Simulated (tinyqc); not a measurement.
Trench capacitor in an array: capacitance, non-linearity, leakage and relaxation: one step of the calculation.

A film between two metal electrodes, each interface adding a series capacitance ci. The small-signal permittivity is ek (1 + aq E^2); the field is found with the linear permittivity. Leakage J = J0 sinh(E/Ef). After a voltage step the film passes a relaxation current kr C V tt^(-nr), tt being the time in seconds. The sidewall is a coaxial capacitor with radii a = dm/2 - t and b = dm/2, depth AR dm; the end face is left out.

Question. Cell capacitance, fields and time constant. Per length 1/c = ln(b/a)/(2 pi eps0 ek) + (1/a + 1/b)/(2 pi ci); cell capacitance c AR dm; per footprint over pt^2; fields c V/(2 pi eps0 ek r) at r = a and b; resistance of the inner electrode rho AR dm/(pi a^2); time constant R C/3 of the distributed line.

Parameters, values chosen for the exercise; permittivity of the order of that of hafnium oxide:
- ek = 22.3 (relative permittivity of the film)
- t = 15 nm (film thickness)
- ci = 1000 uF/cm^2 (capacitance of each electrode interface (dead layer and screening))
- V = 0.9 V (bias)
- dm = 66 nm (diameter of the hole)
- AR = 50 (aspect ratio, depth over diameter)
- pt = 120 nm (pitch of the square array)
- rho = 340 uohm cm (resistivity of the inner electrode)

Constants: eps0 = 8.8541878128e-14 F/cm where lengths are in cm. Results are converted to the units shown.

Wanted: a; b; cell capacitance; capacitance per footprint; field at a; field at b; R; R C/3.

Answer.

a = 18.00 nm
b = 33.00 nm
cell capacitance = 6.735 fF
capacitance per footprint = 46.77 uF/cm^2
field at a = 0.8226 MV/cm
field at b = 0.4487 MV/cm
R = 11.02 kohm
R C/3 = 24.75 ps

The array gives 35.6 times the planar capacitance per footprint; curvature makes the field at the inner electrode 1.37 times the planar value.

Numbers from tinyqc (`OMP_NUM_THREADS=1 python tinyqc.py 2102043 2102044 out.jsonl`; about 0.01 s on one thread of a shared Intel Xeon 2.30GHz).
